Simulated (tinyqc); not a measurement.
Worked calculation: plane-wave Kohn-Sham cycle with exchange-only LDA in a layered model solid. One step of it, computed by the program tinyqc.

Question. Iteration 2: levels at that k. Diagonalise the Hermitian matrix.

H (hartree):
```
           -3         -2         -1         +0         +1         +2         +3
-3   0.501122  -0.147149   0.001880  -0.000314   0.000121   0.000068   0.000009
-2  -0.147149   0.078794  -0.147149   0.001880  -0.000314   0.000121   0.000068
-1   0.001880  -0.147149  -0.165713  -0.147149   0.001880  -0.000314   0.000121
+0  -0.000314   0.001880  -0.147149  -0.232396  -0.147149   0.001880  -0.000314
+1   0.000121  -0.000314   0.001880  -0.147149  -0.121257  -0.147149   0.001880
+2   0.000068   0.000121  -0.000314   0.001880  -0.147149   0.167705  -0.147149
+3   0.000009   0.000068   0.000121  -0.000314   0.001880  -0.147149   0.634489
```

Give: eigenvalues.

Answer.

eigenvalues (hartree): -0.4181  -0.2163  -0.0535  0.1192  0.2014  0.5506  0.6795
